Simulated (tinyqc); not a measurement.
Poole-Frenkel parameters from three currents.

Inverse problem. Poole-Frenkel conduction in an insulator follows J = s0 F exp[-(pt - sqrt(q F/(pi eps0 ei)))/Vt], Vt = kB T/q, F in V/cm. Find ei, pt and s0.

Constants: q = 1.602176634e-19 C, kB = 1.380649e-23 J/K, eps0 = 8.8541878128e-14 F/cm where lengths are in cm. Results are converted to the units shown.

J at (1.12 MV/cm, 325 K), (4.5 MV/cm, 325 K) and (4.5 MV/cm, 375 K) (A/cm^2): 1.5793343e-6  5.1657467  22.531392

Solution. The two fields give the lowering coefficient and so ei; the two temperatures give the lowered barrier, to which the lowering is added back.

ei = 4.48
pt = 1.07 eV
s0 = 0.0720 S/cm

Program tinyqc, `OMP_NUM_THREADS=1 python tinyqc.py 2370082 2370083 out.jsonl`; Intel Xeon 2.30GHz, shared host, one thread, about 0.01 s.
